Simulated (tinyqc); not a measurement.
Matthiessen's rule against the full average: mobility of a non-polar semiconductor in the relaxation-time approximation. Computed by tinyqc, a small Python program. Command: `OMP_NUM_THREADS=1 python tinyqc.py 3010609 3010610 out.jsonl rta walk`. One thread of a shared host (Intel(R) Xeon(R) Processor @ 2.30GHz), about 0.01 s of CPU time with the checks.

Each valley is treated as a sphere of mass m_d for states and rates, with one isotropic relaxation time; the conductivity mass m_c sets the current.

Inputs (values chosen for the exercise, modelled on electrons in germanium):
```
quantity                                            value       unit
longitudinal mass m_l                                1.63        m_0
transverse mass m_t                                0.0813        m_0
equivalent valleys Z                                    4          -
static permittivity eps_s                              16          -
density rho                                          5323     kg/m^3
sound velocity v_l                                   5260        m/s
acoustic deformation potential D_A                     12         eV
phonon energy hbar w                                 31.6        meV
optical or intervalley deformation potential D_o      4.3  1e8 eV/cm
final valleys Z_f                                       3          -
carrier density n                                 1.1e+18     1/cm^3
compensation ratio C                                    0          -
temperature T                                         200          K
alloy fraction x                                     0.21          -
alloy potential U                                     0.7         eV
lattice constant a                                   5.65   angstrom
```

Band: parabolic. Impurity formula: Brooks-Herring. Further scattering: alloy.

Constants: k_B = 8.617333262e-05 eV/K; m_0 = 9.1093837015e-31 kg; e = 1.602176634e-19 C; hbar = 1.054571817e-34 J s; eps_0 = 8.8541878128e-12 F/m; k_B = 1.380649e-23 J/K; hbar = 6.582119569e-16 eV s.

Method:
- m_d = (m_l m_t^2)^(1/3); 1/m_c = (1/m_l + 2/m_t)/3; Hall mass factor A = 3 K_m (K_m + 2)/(2 K_m + 1)^2, K_m = m_l/m_t; N_I = n (1 + C)/(1 - C).
- Parabolic band: E = hbar^2 k^2/(2 m), speed v = hbar k/m, states per spin, volume and energy g(E) = m k/(2 pi^2 hbar^2). Here m = m_d. Masses are multiplied by m_0 and all formulas are in SI units.
- The reduced Fermi level eta = E_F/(k_B T) solves n = 2 Z int g f dE with f = 1/(1 + exp(x - eta)) (Z = 1 unless valleys are given); screening length L_s = sqrt(eps_s eps_0 k_B T/(e^2 dn/deta)), dn/deta = 2 Z int g f (1 - f) dE.
- Integrals over x = E/(k_B T) use 160 Gauss-Legendre points in u = sqrt(x) from 0 to sqrt(max(eta, 0) + 32).
- Phonon occupation N_q = 1/(exp(hbar w/(k_B T)) - 1).
- Acoustic deformation potential (elastic, equipartition, absorption and emission together): 1/tau = 2 pi k_B T D_A^2 g(E)/(hbar rho v_l^2).
- Optical or intervalley deformation potential: 1/tau = (pi Z_f D_o^2/(rho w)) [N_q g(E + hbar w) + (N_q + 1) g(E - hbar w)], with g = 0 below the band edge.
- Each optical term is multiplied by (1 - f(E'))/(1 - f(E)), E' the final energy, for Pauli blocking.
- Singly charged impurities, momentum relaxation: 1/tau = N_I e^4 m (1 + 2 alpha E) Phi/(8 pi (eps_s eps_0)^2 hbar^3 k^3), with alpha = 0 for a parabolic band.
- Brooks-Herring: Phi = ln(1 + b) - b/(1 + b), b = 4 k^2 L_s^2.
- Alloy disorder: 1/tau = (2 pi/hbar) Omega x (1 - x) U^2 g(E), Omega = a^3/4 (other conventions for Omega rescale U).
- mu = (m_d/m_c) (2 Z e/(3 n k_B T)) int g v^2 tau f (1 - f) dE.
- Averages over x are split at the emission threshold x_0 = hbar w/(k_B T): 64 Gauss-Legendre points in sqrt(x) below it and 128 in sqrt(x - x_0) above it, up to x = max(eta, 0) + 32.
- Rates are added at each energy before the average. With <y> = int g v^2 y f (1 - f) dE: Hall factor r_H = A (3 n k_B T/(2 Z m_d)) <tau^2/(1 + 2 alpha E)>/<tau>^2 (alpha = 0 for a parabolic band); Hall mobility r_H mu; |S| = (k_B/e) (<x tau>/<tau> - eta); resistivity 1/(n e mu).
- Matthiessen's rule adds 1/mu of the separate processes.

acoustic mobility = 9044.35 cm^2/(V s)

optical mobility = 44136.2 cm^2/(V s)

ionised impurity mobility = 4397.69 cm^2/(V s)

alloy mobility = 6661.89 cm^2/(V s)

drift mobility mu = 1537.84 cm^2/(V s)

Separate mobilities:
```
process           mu (cm^2/(V s))  share of the sum of 1/mu (%)
acoustic                     9044                        21.649
optical                     44136                         4.436
ionised impurity             4398                        44.524
alloy                        6662                        29.391
```

mobility by Matthiessen's rule = 1958.0 cm^2/(V s)

excess of Matthiessen's rule over the full mu = 27.322 %

What follows from these numbers?

The rule gives 1958 against the full 1538, 27.3 % too high; it can only overestimate, since each separate average is carried by the energies where that process is weak. The error is large because ionised impurity and alloy scattering both carry weight and depend on energy in different ways.
